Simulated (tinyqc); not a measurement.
Electron-beam lithography: double-Gaussian proximity function, edge placement and dose correction for parallel lines: one step, computed by the program tinyqc.

Lines are infinitely long. Absorbed energy is counted so that the middle of a very large area written at dose 1 receives 1; the resist develops where it exceeds 1/2.

Question. Interaction matrix. f(r) = [exp(-r^2/alpha^2)/alpha^2 + eta exp(-r^2/beta^2)/beta^2]/(pi (1 + eta)). A line from a to b at dose d gives E(x) = d [S(alpha) + eta S(beta)]/(1 + eta), S(s) = [erf((b - x)/s) - erf((a - x)/s)]/2. M_ij is the mean of E at the two edges of line i from line j at dose 1.

Inputs (values chosen for the exercise, of the order of those for 10 keV electrons in resist on silicon): forward range alpha = 0.014 micrometre; backscatter range beta = 1.1 micrometre; backscatter ratio eta = 0.63.

Lines (micrometre):

| line | left edge | right edge | centre |
|---|---|---|---|
| 1 | 0.000 | 0.063 | 0.0315 |
| 2 | 0.303 | 0.354 | 0.3285 |
| 3 | 0.431 | 0.681 | 0.5560 |
| 4 | 1.101 | 2.701 | 1.9010 |

Give: M.

Answer.

M:
```
         1        2        3        4
1  0.31922  0.00939  0.03937  0.03264
2  0.01160  0.31685  0.04727  0.06157
3  0.00988  0.00957  0.35547  0.09327
4  0.00244  0.00314  0.01991  0.49233
```
